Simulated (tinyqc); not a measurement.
Defect equilibria of an oxide against oxygen pressure (mass action). Changing the temperature T. Computed by tinyqc, a small Python program. Command: `OMP_NUM_THREADS=1 python tinyqc.py 3028336 3028337 out.jsonl brouwer sweep`. One thread of a shared host (Intel(R) Xeon(R) Processor @ 2.30GHz), about 0.02 s of CPU time with the checks.

Defects: oxygen vacancies V (charge +2), electrons n, holes p, the ionic partner X = V_M'' (charge -2), and the dopant. Activities are taken equal to concentrations.

Inputs (values chosen for the exercise, for a model oxide):
```
quantity                           value             unit
reduction enthalpy H_r              4.17               eV
prefactor K_r0                   1.6e+71  cm^-9 atm^(1/2)
gap E_g                             3.98               eV
prefactor N_c N_v                  2e+42            cm^-6
disorder enthalpy H_s               4.04               eV
prefactor K_s0                   3.1e+45            cm^-6
dopant density N_d               5.1e+18            cm^-3
oxygen pressure P                 0.0002              atm
electron mobility mu_n              0.86       cm^2/(V s)
hole mobility mu_p                 0.018       cm^2/(V s)
vacancy diffusion prefactor D_0    0.067           cm^2/s
vacancy migration energy E_m        0.91               eV
```

Ionic disorder: Schottky, oxide MO. Dopant (singly charged, fully ionised): acceptor.

Constants: k_B = 8.617333262e-05 eV/K; e = 1.602176634e-19 C.

Method:
- K_r = K_r0 exp(-H_r/k_B T) = [V] n^2 P^(1/2); K_i = N_c N_v exp(-E_g/k_B T) = n p; K_s = K_s0 exp(-H_s/k_B T) = [X] [V].
- Neutrality: 2 [V] + p = n + 2 [X] + N_d. With n as the unknown, [V] = K_r/(n^2 P^(1/2)), p = K_i/n, [X] = K_s/[V]; the log ratio is ln(positive/negative).
- The root is found by 60 bisections in ln n between n = 1e-10 and 1e25 cm^-3.
- sigma_n = e n mu_n, sigma_p = e p mu_p, sigma_ion = 2 e [V] mu_V with mu_V = 2 e D/(k_B T) and D = D_0 exp(-E_m/k_B T); only the oxygen vacancies carry ionic current, and the ionic transport number is sigma_ion over the total.

One run for each value:
```
temperature T (K)   n (cm^-3)  [V] (cm^-3)   p (cm^-3)  total conductivity (S/cm)  ionic transport number
700                2.0521e+12   2.5500e+18  2.1582e+01                 7.9232e-07              6.4314e-01
800                1.5438e+14   2.5501e+18  1.0953e+03                 2.4211e-05              1.2139e-01
900                4.4448e+15   2.5522e+18  2.3236e+04                 6.2378e-04              1.8170e-02
1000               6.4990e+16   2.5825e+18  2.6907e+05                 8.9881e-03              3.7123e-03
1100               5.6006e+17   2.8300e+18  2.0795e+06                 7.7256e-02              1.1237e-03
1200               2.9384e+18   4.0192e+18  1.3111e+07                 4.0513e-01              6.2088e-04
1300               1.0083e+19   7.5917e+18  7.3782e+07                 1.3902e+00              6.2078e-04
1400               2.6438e+19   1.5769e+19  3.5598e+08                 3.6458e+00              8.1564e-04
1500               5.8791e+19   3.1945e+19  1.4438e+09                 8.1099e+00              1.1463e-03
```

What does the table show, and why?

Over the rows, n (cm^-3) rises from 2.05e12 to 5.88e19 (exponent d ln y / d ln x 32 between the first rows and 12 between the last); [V] (cm^-3) rises from 2.55e18 to 3.19e19; p (cm^-3) rises from 21.6 to 1.44e9 (exponent d ln y / d ln x 29 between the first rows and 20 between the last). A line through ln n against 1/(k_B T) gives 1.964 eV.
